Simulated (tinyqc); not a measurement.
Raising U: Hubbard chain of 2 sites, mean field against exact. Computed by the program tinyqc. Collinear unrestricted mean field (the lowest of 40 random starts) against exact diagonalisation.

one-body matrix (hopping and site energies) (eV):
```
         1        2
1   0.0000  -1.2100
2  -1.2100   0.0000
```

electrons, up and down: 1  1

Exact and mean-field results (eV):
```
U          U/t   E exact  E mean field  mean |n_up - n_down|  double occupancy, exact  first gap in the sector
0.600    0.496  -2.13852      -2.12000                 0.000                    0.219                    2.139
1.210    1.000  -1.88948      -1.81500                 0.000                    0.189                    1.889
2.420    2.000  -1.49564      -1.21000              5.18e-04                    0.138                    1.496
3.630    3.000  -1.21000      -0.80667                 0.745                    0.100                    1.210
4.840    4.000  -1.00240      -0.60500                 0.866                    0.073                    1.002
7.260    6.000  -0.73272      -0.40333                 0.943                    0.042                    0.733
9.680    8.000  -0.57128      -0.30250                 0.968                    0.026                    0.571
14.520  12.000  -0.39271      -0.20167                 0.986                    0.013                    0.393
24.200  20.000  -0.23963      -0.12100                 0.995                 4.85e-03                    0.240
```

What does the comparison show, and why?

In absolute terms mean field is worst at U/t = 3.0, 0.403 eV too high: at small U it is nearly exact, and at large U it misses only exchange-scale energies. For the symmetric dimer the instability lies at U = 2t. Its local moments set in at U/t = 3.0 of those listed, a broken symmetry that the exact state of a finite cluster with equal spins does not have. Relative to the exact energy its error is 0.9 % at the smallest U, 50 % at most and 50 % at the largest. The double occupancy falls from 0.219 to 0.005; at the largest U the first gap is 0.99 times the exchange scale 4t^2/U.
